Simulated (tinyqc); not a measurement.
From threshold to a deep level: trap in a gate oxide as a short-range spherical well.

A spherical well of radius R and depth V0 below the conduction edge, one mass m, c = hbar^2/2m0. The s level at binding Et solves k cot(k R) = -kappa with k = sqrt(m (V0 - Et)/c), kappa = sqrt(m Et/c); it exists for V0 > Vc = c (pi/2R)^2/m. Outside, psi falls as exp(-kappa r)/r.

Constants: hbar^2/2m0 = 3.80998211 eV angstrom^2.

Values chosen for the exercise (out of a larger set: near those of HfO2 on Si; not measured data):
- R = 4.5 angstrom (radius of the well)
- m = 0.204 m0 (mass)
- fV = (1.06, 1.1, 1.21, 1.45, 1.94, 3.11, 6.57) (V0/Vc)

Et against the depth at fixed R; near threshold Et = (pi^2/16)(V0 - Vc)^2/Vc.

Results:
```
V0/Vc  V0 (eV)   Et (eV)  threshold form (eV)  1/kappa (angstrom)  share outside
1.06     2.412  0.004841             0.005053                62.1          0.931
1.10     2.503   0.01308              0.01404                37.8          0.889
1.21     2.754   0.05372              0.06191                18.6          0.790
1.45     3.300    0.2149               0.2843                 9.3          0.631
1.94     4.415    0.7461                1.240                 5.0          0.438
3.11     7.077     2.552                6.250                 2.7          0.240
6.57    14.951     9.286                43.55                 1.4          0.091
```

The threshold form holds to 10 % up to V0/Vc = 1.10 of those listed. There the state is mostly outside the well (93 % in the first row) and knows only Et, which is why a delta-well model works; more than half is inside from V0/Vc = 1.94 on. A second s level would need V0/Vc > 9. From V0/Vc = 6.57 on Et exceeds the gap of the host, about 5.8 eV, so those rows only show the model.

Program tinyqc; command `OMP_NUM_THREADS=1 python tinyqc.py 1250359 1250360 out.jsonl`; about 0.01 s on one thread of a shared Intel(R) Xeon(R) Processor @ 2.30GHz.
